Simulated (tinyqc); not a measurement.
Short-channel transistor, virtual-source model with series resistance: one step of the calculation.

The current per gate width is the charge at the top of the source barrier (the virtual source) times its velocity times a saturation function; al and be are fitting constants of the model. Units: I in uA/um, Rs in ohm um, so I Rs = 1e-6 I Rs in volts; Q in uC/cm^2, so I = 1e-4 Q vx0 Fsat with vx0 in cm/s.

Question. Current through the series resistance. Intrinsic voltages Vg' = Vgs - I Rs, Vd' = Vds - 2 I Rs. n = n0 + nd Vd', VT = VT0 - dl Vd', Ff = 1/(1 + exp((Vg' - VT + al Vt/2)/(al Vt))), Q = Cinv n Vt ln(1 + exp((Vg' - VT + al Vt Ff)/(n Vt))), Vdsat = (vx0 L/mu)(1 - Ff) + Vt Ff, Fsat = u/(1 + u^be)^(1/be) with u = Vd'/Vdsat, and I(out) = Q vx0 Fsat per width. (Fsat takes the sign of u.) Newton step: I(new) = I + (I(out) - I)/(1 - s), s = dI(out)/dI by a central difference with +/- 0.001 uA/um.

Parameters, values chosen for the exercise: temperature T = 300 K; inversion capacitance Cinv = 2.84 uF/cm^2; velocity at the virtual source vx0 = 1.98e7 cm/s; apparent mobility mu = 170 cm^2/(V s); channel length L = 20 nm; threshold at zero drain voltage VT0 = 0.362 V; drain-induced barrier lowering dl = 0.156 V/V; subthreshold factor n0 = 1.28; growth of n with drain voltage nd = 0 1/V; threshold shift (in units of Vt) from weak to strong inversion al = 3.5; sharpness of saturation be = 1.8; series resistance of each contact Rs = 150 ohm um; gate voltage Vgs = 0.75 V; drain voltage Vds = 0.05 V.

Constants: q = 1.602176634e-19 C, kB = 1.380649e-23 J/K, Vt = kB T/q. Results are converted to the units shown.

I after iteration 1 = 120.93990 uA/um

Give: Vg'; Vd'; VT; Ff; Q; Vdsat; Fsat; I(out); s; I after iteration 2.

Answer.

Vg' = 0.73186 V
Vd' = 0.013718 V
VT = 0.35986 V
Ff = 0.0098410
Q = 1.0590 uC/cm^2
Vdsat = 0.23090 V
Fsat = 0.059206
I(out) = 124.15 uA/um
s = -2.7607
I after iteration 2 = 121.79 uA/um

Program tinyqc, `OMP_NUM_THREADS=1 python tinyqc.py 2380153 2380154 out.jsonl`; Intel Xeon 2.30GHz, shared host, one thread, about 0.02 s.
